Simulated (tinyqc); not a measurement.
Stoner model of a band ferromagnet, step by step. Values are carried at full precision from step to step, so a last printed digit may differ when a step is redone from the rounded ones.

Density of states per atom and spin: semi-elliptic, D(e) = (8 M/(pi W^2)) sqrt(W^2/4 - e^2). Levels e -/+ I m/2 for up and down spin, m = n_up - n_down, n_up + n_down = nd. At zero temperature e(N) is the energy below which N states lie, and E(m) = sum over spins of integral e D de - I m^2/4.

Values chosen for the exercise:
```
symbol  value  unit  meaning
W       4.9    eV    band width, e from -W/2 to W/2
M       5            states per atom and spin
nd      2.95         electrons per atom
I       1.04   eV    Stoner parameter
```

## The paramagnetic state and the Stoner criterion

Find EF from nd/2 states per spin, D(EF) and the product I D(EF); below 1 the susceptibility is enhanced by 1/(1 - I D).

EF = -0.8036 eV
D(EF) = 1.2274 1/eV
I D(EF) = 1.2764

The paramagnet is unstable.

## Energy against moment

Tabulate the splitting that the band needs, e(n_up) - e(n_down), against I m, and E(m) - E(0), at nine moments up to saturation m_max = min(nd, 2M - nd).

Energy curve:
```
m      e(n_up) (eV)  e(n_down) (eV)  difference (eV)  I m (eV)  E - E(0) (meV)
0.000       -0.8036         -0.8036           0.0000    0.0000             0.0
0.369       -0.6549         -0.9557           0.3008    0.3835            -7.6
0.738       -0.5088         -1.1122           0.6034    0.7670           -30.4
1.106       -0.3645         -1.2748           0.9102    1.1505           -67.7
1.475       -0.2216         -1.4455           1.2239    1.5340          -118.6
1.844       -0.0794         -1.6278           1.5484    1.9175          -181.4
2.212        0.0625         -1.8282           1.8907    2.3010          -253.6
2.581        0.2047         -2.0623           2.2670    2.6845          -330.7
2.950        0.3475         -2.4500           2.7975    3.0680          -401.0
```

dE/dm is half of (difference - I m), so E falls wherever I m exceeds the difference.

## The ground state

Take the lowest of E(0), the stationary points e(n_up) - e(n_down) = I m, and saturation.

m = 2.950 muB
exchange splitting I m = 3.068 eV
E - E(0) = -401.0 meV

n_up, n_down: [2.950, 0.000]

The moment is saturated (a strong ferromagnet): the minority band is empty.

## Checks

- States in the band over M against 1: both 1.000000.

Computed by tinyqc, a small Python program: `OMP_NUM_THREADS=1 python tinyqc.py 1652332 1652333 out.jsonl` (the numbers bound the seed that draws the inputs); one thread of a shared host (Intel(R) Xeon(R) Processor @ 2.30GHz), about 0.3 s for the whole set of steps.
